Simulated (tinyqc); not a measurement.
Dopants and charged point defects at anneal temperature: Fermi-level effect, clustering and pairing: one step, computed by the program tinyqc. Command: `OMP_NUM_THREADS=1 python tinyqc.py 3026467 3026468 out.jsonl pairing walk`. One thread of a shared host (Intel(R) Xeon(R) Processor @ 2.30GHz), about 0.02 s of CPU time with the checks.

Boltzmann statistics and full ionisation of active dopants. Energies are counted from the valence band; the defect (a vacancy or self-interstitial) has five charge states, with all degeneracy factors one.

Problem. Active and clustered dopant. p = A/2 + sqrt(A^2/4 + n_i^2) for an active density A. k ionised dopants and k carriers form one neutral cluster: C = N_s (A/N_s)^k (p/N_b)^k exp(E_b/k_B T), N_b the effective density of states of the majority band, and N = A + k C (60 bisections in ln A between ln N - 90 and ln N).

Inputs (values chosen for the exercise, with bands modelled on GaAs):
```
quantity                      value   unit
anneal temperature T            950      K
total dopant density N      1.5e+19  cm^-3
site density N_s            2.9e+22  cm^-3
dopant atoms per cluster k        3      -
cluster binding energy E_b     1.83     eV
```

Dopant: acceptor. Second part: clustering of the dopant.

E_g = 1.127785 eV

k_B T = 0.08186467 eV

n_i = 1.128141e+16 cm^-3

E_i = 0.6898109 eV

effective density of states N_b of the majority band = 5.150280e+19 cm^-3

Give: active density A; clusters C; active share.

Solution.

active density A = 6.340e+18 cm^-3

clusters C = 2.887e+18 cm^-3

active share = 0.4227

58 % of the dopant is lost to clusters.
